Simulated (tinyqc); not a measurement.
From Peierls stress sigma_P back to shear modulus G: straight dislocations in isotropic elasticity: fields, energies, partials, Peierls stress and walls. Computed by tinyqc, a small Python program. Command: `OMP_NUM_THREADS=1 python tinyqc.py 3001690 3001691 out.jsonl disloc inv`. One thread of a shared host (Intel(R) Xeon(R) Processor @ 2.30GHz), about 0.02 s of CPU time with the checks.

The line runs along z, the glide plane is y = 0, and beta is the angle between b and the line (0 screw, 90 degrees edge): b_e = b sin(beta) along +x with the extra half plane at y > 0, b_s = b cos(beta). Stress is positive in tension.

Inputs (values chosen for the exercise, modelled on silver):
```
quantity                          value      unit
Poisson ratio nu                  0.369         -
Burgers vector b                  2.889  angstrom
dislocation density rho         2.1e+09     1/m^2
core radius r0/b                      2         -
unstable fault energy gamma_us      193    mJ/m^2
```

Character: screw.

Constants: 1 eV/angstrom^3 = 160.2176634 GPa.

Method:
- Energy factor K = G [cos^2(beta) + sin^2(beta)/(1 - nu)].
- E = K b^2/(4 pi) ln(R/r0) with R = 1/(2 sqrt(rho)); tension T = E + d^2E/d(beta)^2 = G b^2 [1 + nu - 3 nu sin^2(beta)]/(4 pi (1 - nu)) ln(R/r0). The core energy is taken into r0.
- Misfit energy gamma(u) = (gamma_us/2)(1 - cos(2 pi u/b)), so the largest restoring stress is tau_max = pi gamma_us/b; u(x) = b/2 + (b/pi) arctan(x/zeta), zeta = K b/(4 pi tau_max). Summing the misfit energy over atomic rows a' apart gives, for a wide core, W_P = (K b^2/pi) exp(-2 pi zeta/a') and sigma_P = (K b/a') exp(-2 pi zeta/a'); a' = b/2 for edge and 30-degree lines, b sqrt(3)/2 for screw and 60-degree lines.

Problem. A run gave the result below. Find the shear modulus G, known to lie between 24 and 46 GPa.

Peierls stress sigma_P = 11.90871 MPa

Solution.

Each step takes the trial c = (a f_b - b f_a)/(f_b - f_a), f being the result less the target and a, b, c the logarithms of the listed values; c replaces end b, the old b replaces a if the sign of f changed, and otherwise f_a is halved.

Scan of the range:
```
shear modulus G (GPa)  Peierls stress sigma_P (MPa)
24.0                                        37.6155
26.7                                        19.9110
29.8                                         9.4719
33.2                                         4.1415
37.0                                         1.6227
41.3                                         0.5549
46.0                                         0.1696
```

False position (Illinois rule, in the logarithm of the input) inside the bracket:
```
step    end a    end b    trial  Peierls stress sigma_P (MPa)
1     26.7000  29.8000  29.0456                       11.3613
2     26.7000  29.0456  28.7528                       12.1903
3     29.0456  28.7528  28.8519                       11.9032
4     28.7528  28.8519  28.8500                       11.9087
5     28.7528  28.8500  28.8500                       11.9088
6     28.8500  28.8500  28.8500                       11.9087
```

Peierls stress sigma_P falls at every point of a 13-point scan of the range (every second point is shown), so one value fits; it is bracketed by 26.7 and 29.8. Answer: shear modulus G = 28.85 GPa.
